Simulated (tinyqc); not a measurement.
What each parameter does: three-level Kane dispersion of a narrow-gap semiconductor.

Zero of energy at Gamma8, c = hbar^2/2m0, P^2 = Ep c. The free-electron term and remote bands are left out, so the heavy holes are flat at E = 0 and the other three bands obey E (E - Eg)(E + Dso) = P^2 k^2 (E + 2 Dso/3). The conduction band is the highest root; its edge is Ec = max(Eg, 0).

Degenerate electrons at T = 0: kF = (3 pi^2 n)^(1/3), 1 cm^-3 = 1e-24 angstrom^-3; EF is the highest root at kF. The momentum (cyclotron, optical) mass is m(E) = hbar^2 k/(dE/dk) = c d(k^2)/dE with d(k^2)/dE = k^2 [1/E + 1/(E - Eg) + 1/(E + Dso) - 1/(E + 2 Dso/3)]; the density of states is k d(k^2)/dE/(2 pi^2).

Edge mass m0* = Eg (Eg + Dso)/(Ep (Eg + 2 Dso/3)).
Constants: hbar^2/2m0 = 3.80998211 eV angstrom^2.

Inputs chosen for the exercise (near those of GaSb; the results hold for these values, not for the real material): Eg = 0.821 eV (E(Gamma6) - E(Gamma8)); Dso = 0.73 eV (spin-orbit splitting); Ep = 27.1 eV (Kane energy); n = 4.3e+17 cm^-3 (electron density).

Edge mass, EF - Ec and m(EF).

One parameter was then changed.

Results before and after:

| case | m0* (m0) | EF - Ec (meV) | m(EF) (m0) |
|---|---|---|---|
| base | 0.03593 | 54.55 | 0.04022 |
| changed | 0.03593 | 84.05 | 0.04253 |

Which of these changes was made? (a) Ep = 23.035 eV; (b) n = 8.6e+17 cm^-3; (c) Eg = 0.9441 eV; (d) Dso = 0.6205 eV.

Answer: (b) n = 8.6e+17 cm^-3. Of the candidates, run in turn, only this one gives the changed row.

All candidates:

| case | m0* (m0) | EF - Ec (meV) | m(EF) (m0) |
|---|---|---|---|
| base | 0.03593 | 54.55 | 0.04022 |
| n = 8.6e+17 cm^-3 | 0.03593 | 84.05 | 0.04253 |
| Eg = 0.9441 eV | 0.04076 | 48.70 | 0.04455 |
| Dso = 0.6205 eV | 0.03537 | 55.36 | 0.03967 |
| Ep = 23.035 eV | 0.04227 | 46.75 | 0.04660 |

Run: tinyqc, `OMP_NUM_THREADS=1 python tinyqc.py 1081509 1081510 out.jsonl`; Intel(R) Xeon(R) Processor @ 2.30GHz, one thread, shared host; about 0.01 s of CPU time with all checks.
